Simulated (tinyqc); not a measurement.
Equal gaps, different models: fitting sp3s* parameters to three gaps by Newton steps.

sp3s* tight binding, nearest neighbours only: anion (a) at 0, cation (c) at a/4 (1,1,1), orbitals s, px, py, pz, s* on each; k in units of 2 pi/a. With phases e_j = exp(i (pi/2) k.n_j) for n = (1,1,1), (1,-1,-1), (-1,1,-1), (-1,-1,1): g0 = (e1+e2+e3+e4)/4, g1 = (e1+e2-e3-e4)/4, g2 = (e1-e2+e3-e4)/4, g3 = (e1-e2-e3+e4)/4. The diagonal holds the levels Esa, Epa, Exa (s*) and Esc, Epc, Exc. Anion-cation block: <sa|sc> = Vss g0; <sa|xc> = Vsapc g1; <xa|sc> = -Vscpa g1; <xa|xc> = Vxx g0; <xa|yc> = <ya|xc> = Vxy g3, <xa|zc> = <za|xc> = Vxy g2, <ya|zc> = <za|yc> = Vxy g1; <s*a|xc> = Vxapc g1; <xa|s*c> = -Vpaxc g1; y and z take g2 and g3 in place of g1; s-s* and s*-s* vanish.

Gaps are level 5 at Gamma, X = (1,0,0) and L = (1/2,1/2,1/2) less level 4 at Gamma; no spin-orbit coupling. Free parameters: Vss, Exa and Exc. H is linear in them, so by Hellmann-Feynman J_ij = <u|dH/dp_j|u> for level 5 at point i less the same for level 4 at Gamma. Newton: p(new) = p + J^-1 (target - gaps); stop when all misses are below 1e-7 eV.

Constants: hbar^2/2m0 = 3.80998211 eV angstrom^2.

Parameters, chosen for this exercise (out of a larger set: near a published set for InP, fitted to gaps, whose masses and valley positions are rough; not measured data): p = (-8.483, 0.877, -1.483, 4.067, 8.2, 7.113, -5.381, 1.888, 4.215, 2.239, 5.616, 3.47, 4.472) eV (start, order Esa, Epa, Esc, Epc, Exa, Exc, Vss, Vxx, Vxy, Vsapc, Vscpa, Vxapc, Vpaxc); tg = (1.481, 2.484, 1.9272) eV (target gaps at Gamma, X, L); a = 5.865 angstrom (lattice constant).

The same three targets are met with other triples of free parameters (those for which Newton converges within 3 eV of the start). Not fitted: level 5 at K = (3/4,3/4,0) above Ev, the spacing of levels 6 and 5 at X, the depth of level 2 at X below Ev, the valence width at Gamma, and the mass c q^2/(E(q) - E(0)) of level 5 along [100], q = 0.002 (2 pi/a), c = hbar^2/2m0.

Unfitted results:

| free parameters | largest change (eV) | K (eV) | X spacing (eV) | level 2 at X (eV) | valence width (eV) | mass (m0) |
|---|---|---|---|---|---|---|
| start | 0.000 | 2.378 | 0.577 | 6.664 | 11.403 | 0.1239 |
| Vss, Vxapc, Vpaxc | 0.136 | 2.408 | 0.450 | 6.703 | 11.448 | 0.1291 |
| Esc, Vxapc, Vpaxc | 0.262 | 2.403 | 0.403 | 6.711 | 11.389 | 0.1284 |
| Vss, Vsapc, Vpaxc | 0.374 | 2.392 | 0.314 | 6.775 | 11.448 | 0.1267 |
| Esa, Vxapc, Vscpa | 0.197 | 2.411 | 0.490 | 6.608 | 11.251 | 0.1322 |
| Vss, Exa, Exc | 0.277 | 2.407 | 0.439 | 6.677 | 11.448 | 0.1291 |
| Esc, Vsapc, Exc | 0.981 | 2.378 | 0.215 | 6.683 | 11.389 | 0.1261 |

What does the comparison show?

All fitted rows have the same three gaps, yet they spread by 33 meV at K, 275 meV in the X spacing, 167 meV in level 2 at X, 197 meV in the valence width and 4.7 % in the mass. The smallest change of parameters, 0.136 eV, is that of Vss, Vxapc, Vpaxc. A fit fixes what it was given and leaves the rest to the choice of free parameters.

(tinyqc, `OMP_NUM_THREADS=1 python tinyqc.py 1481464 1481465 out.jsonl`, Intel(R) Xeon(R) Processor @ 2.30GHz, 1 thread, shared host, about 0.1 s.)
